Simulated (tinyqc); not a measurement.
Hueckel theory of the pi electrons with the omega technique, for the molecule C=CN=CC=CN (SMILES; centres numbered as the heavy atoms are written), step by step. One step of it, computed by the program tinyqc.

Problem. Omega technique, round 2. h_r = h_r(0) + omega q_r, omega = 0.6, with q_r = z_r - P_rr; 0.3 of the old diagonal is kept.

Hueckel matrix in units of beta (H = alpha + beta A), lower triangle:
```
          1C        2C        3N        4C        5C        6C        7N
1C  0.000000
2C  1.000000  0.000000
3N  0.000000  1.000000  0.540000
4C  0.000000  0.000000  1.000000  0.000000
5C  0.000000  0.000000  0.000000  1.000000  0.000000
6C  0.000000  0.000000  0.000000  0.000000  1.000000  0.000000
7N  0.000000  0.000000  0.000000  0.000000  0.000000  0.790000  1.460000
```

charge and bond-order matrix P, lower triangle:
```
           1C         2C         3N         4C         5C        6C        7N
1C   1.036541
2C   0.873996   0.998062
3N  -0.089312   0.475594   1.226757
4C  -0.358315  -0.046423   0.745054   0.913743
5C   0.083176  -0.086335  -0.108794   0.531187   1.071108
6C   0.272682   0.015054  -0.349953   0.112782   0.796433  0.887694
7N  -0.130980   0.010112   0.158135  -0.109682  -0.228627  0.378567  1.866095
```

Centres:

| centre | z_r, pi electrons of the neutral centre | h |
|---|---|---|
| 1C | 1 | 0.000000 |
| 2C | 1 | 0.000000 |
| 3N | 1 | 0.540000 |
| 4C | 1 | 0.000000 |
| 5C | 1 | 0.000000 |
| 6C | 1 | 0.000000 |
| 7N | 2 | 1.460000 |

Give: matrix after round 2.

Solution.

matrix after round 2, lower triangle:
```
         1C      2C      3N      4C       5C      6C      7N
1C  -0.0286
2C   1.0000  0.0051
3N   0.0000  1.0000  0.4042
4C   0.0000  0.0000  1.0000  0.0568
5C   0.0000  0.0000  0.0000  1.0000  -0.0456
6C   0.0000  0.0000  0.0000  0.0000   1.0000  0.0729
7N   0.0000  0.0000  0.0000  0.0000   0.0000  0.7900  1.5353
```
